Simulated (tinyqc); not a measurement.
# Changing the roughness sigma

Model: sputter depth profiling of a dopant layer: erosion rate, quantification and the mixing-roughness response. Computed by tinyqc, a small Python program. Command: `OMP_NUM_THREADS=1 python tinyqc.py 3009376 3009377 out.jsonl sims sweep`. One thread of a shared host (Intel(R) Xeon(R) Processor @ 2.30GHz), about 0.2 s of CPU time with the checks.

A rastered ion beam erodes silicon (49.94 atoms per nm^3). The measured profile is the true one convolved with a depth response.

Inputs (values chosen for the exercise, modelled on a dopant in silicon under an oxygen or caesium beam): beam energy E = 0.39 keV; beam current = 23 nA; raster side = 500 um; sputter yield at 1 keV = 1.5; mixing length at 1 keV = 2.1 nm; depth of the top edge z0 = 41 nm; box width b = 2.8 nm; box concentration C = 7.2e+18 1/cm^3; relative sensitivity factor RSF = 8.8e+21 1/cm^3; matrix count rate = 540000 1/s; background count rate = 0.64 1/s; counting time per point = 0.5 s; level that defines the junction C_B = 2e+16 1/cm^3.

True profile: box.

Constants: e = 1.602176634e-19 C.

Method:
- Scaling chosen for the exercise: yield Y = Y1 E^0.5, mixing length w = w1 E^0.5 (E in keV).
- Erosion rate = Y I/(e x raster^2 x density); depth step = rate x counting time; concentration = RSF x counts/matrix counts; detection limit = RSF x 3 sqrt(background x time)/(matrix rate x time).
- Mixing alone turns a layer at z0 into (1/w) exp(-(z - z0 + w)/w) for z > z0 - w; roughness adds a Gaussian of width sigma. With x = z - z0 + w: g(x) = (1/(2w)) exp(sigma^2/(2 w^2) - x/w) erfc((sigma/w - x/sigma)/sqrt2), and its integral G(x) = (1/2) erfc(-x/(sigma sqrt2)) - w g(x). Measured: C [G(x) - G(x - b)].
- Find the maximum, the full width at half maximum and the deep point where the profile falls to C_B; far down, the trailing edge decays by w ln(10) per decade.
- Convolution adds means and variances: the response has mean 0 (shift -w plus exponential mean w) and variance w^2 + sigma^2; a box adds the mean b/2 and the variance b^2/12.

One run for each value; columns: (1) roughness sigma (nm); (2) full width at half maximum (nm); (3) peak concentration (1/cm^3); (4) maximum minus centroid (nm); (5) apparent junction depth (nm):
```
(1)     (2)        (3)      (4)    (5)
0.15   3.01  6.174e+18  -0.0719  50.05
0.24   3.05  6.059e+18  -0.1516  50.06
0.38   3.13  5.863e+18  -0.2512  50.10
0.61   3.33  5.500e+18  -0.3500  50.18
0.98   3.80  4.834e+18  -0.3692  50.41
1.60   4.89  3.802e+18  -0.2874  51.02
2.50   6.73  2.791e+18  -0.1870  52.41
4.00  10.02  1.886e+18  -0.1005  55.63
```

What does the table show, and why?

Over the rows, full width at half maximum (nm) rises from 3.01 to 10.0 (exponent d ln y / d ln x 0.030 between the first rows and 0.85 between the last); peak concentration (1/cm^3) falls from 6.17e18 to 1.89e18 (exponent d ln y / d ln x -0.040 between the first rows and -0.83 between the last); maximum minus centroid (nm) goes from -0.0719 through a minimum among these rows, -0.369 at 0.980, to -0.101. Roughness broadens both edges and makes the response more symmetric; far down the tail the slope stays w ln(10).

Caution (all rows): C_B lies below the detection limit, so this point could not be measured.

Extremes, crossings and ranges named in words are read from the listed rows.
